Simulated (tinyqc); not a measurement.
# Worked calculation: resistance of a circular point contact between the ballistic and the diffusive limit

Computed by the program tinyqc: `OMP_NUM_THREADS=1 python tinyqc.py 2760126 2760127 out.jsonl`, one thread of a shared Intel Xeon 2.30GHz, about 0.01 s for the whole run. Printed values are rounded.

Two half-spaces of a free-electron metal (one valley, spin 2) meet through a circular opening of radius a in an insulating sheet.

Parameters, values chosen for the exercise:

| symbol | value | unit | meaning |
|---|---|---|---|
| n | 3.2e20 | cm^-3 | free-electron density |
| l | 22 | nm | mean free path |
| a | 10 | nm | radius of the opening |

Constants: q = 1.602176634e-19 C, hbar = 1.054571817e-34 J s. Results are converted to the units shown.

## Fermi wave number and resistivity

kF = (3 pi^2 n)^(1/3), resistivity rho = hbar kF/(n q^2 l). Maxwell: RM = rho/(2 a); Sharvin: RS = 4 rho l/(3 pi a^2); interpolation R = RS + gamma RM, gamma = (1 + 0.83 K)/(1 + 1.33 K), K = l/a.

kF = 2.116039 1/nm
rho = 123.4828 uohm cm
modes (kF a)^2/4 = 111.9405

## Resistances

As before.

RM = 61.74139 ohm
RS = 115.2970 ohm
gamma = 0.7198166
R = 159.7395 ohm

The Sharvin term makes up 72.2 % of R; it equals (h/2q^2) over the number of modes.
